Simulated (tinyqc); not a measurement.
Field-effect mobility of a thin-film transistor with band-tail and deep states (multiple trapping): one step, computed by the program tinyqc.

A thick film in accumulation at small drain voltage. Only free electrons move; trapped ones still screen the gate. N_c and mu_0 are held fixed when T changes, leaving out the T^(3/2) growth of N_c. x = E_0 - psi is the distance of the Fermi level below the band edge.

Question. Free and trapped densities. F_j(eta) = int_0^infinity x^j/(1 + exp(x - eta)) dx, without a gamma-function factor. Integrals over x = E/(k_B T) use 160 Gauss-Legendre points in u = sqrt(x) from 0 to sqrt(max(eta, 0) + 32). Free n(x) = N_c (2/sqrt(pi)) F_1/2(-x/k_B T), with F_1/2 from its two-term series in exp(-x/k_B T) for x >= 12 k_B T; tail n_t(x) = int_0^1.2eV g_t exp(-E/E_t)/(1 + exp((x - E)/k_B T)) dE, E counted down from the edge, 120 Gauss-Legendre points; deep charge g_d psi; space charge rho(psi) = n + n_t + g_d psi less its value at psi = 0.

Inputs (values chosen for the exercise, modelled on polycrystalline silicon):

| quantity | value | unit |
|---|---|---|
| effective density of states N_c | 2.8e+19 | 1/cm^3 |
| tail density at the edge g_t | 7.9e+20 | 1/(eV cm^3) |
| tail width E_t | 53 | meV |
| temperature T | 300 | K |

Deep states: included.

Constants: k_B = 8.617333262e-05 eV/K.

Give: Local densities at x = 0.4, 0.3, 0.2, 0.15, 0.1, 0.05, 0 and -0.05 eV.

Answer.

Local densities at x = 0.4, 0.3, 0.2, 0.15, 0.1, 0.05, 0 and -0.05 eV:

| x (eV) | n (1/cm^3) | n_t (1/cm^3) | n/(n + n_t) |
|---|---|---|---|
| 0.40 | 5.339e+12 | 3.387e+16 | 1.576e-04 |
| 0.30 | 2.555e+14 | 2.232e+17 | 1.144e-03 |
| 0.20 | 1.222e+16 | 1.457e+18 | 8.318e-03 |
| 0.15 | 8.449e+16 | 3.668e+18 | 2.252e-02 |
| 0.10 | 5.808e+17 | 8.904e+18 | 6.124e-02 |
| 0.05 | 3.856e+18 | 1.949e+19 | 1.651e-01 |
| 0.00 | 2.142e+19 | 3.302e+19 | 3.935e-01 |
| -0.05 | 7.639e+19 | 4.004e+19 | 6.561e-01 |

E_t/k_B T = 2.05: deep in the tail n_t follows exp(-x/E_t), more slowly than n, so the free share grows as the Fermi level rises.
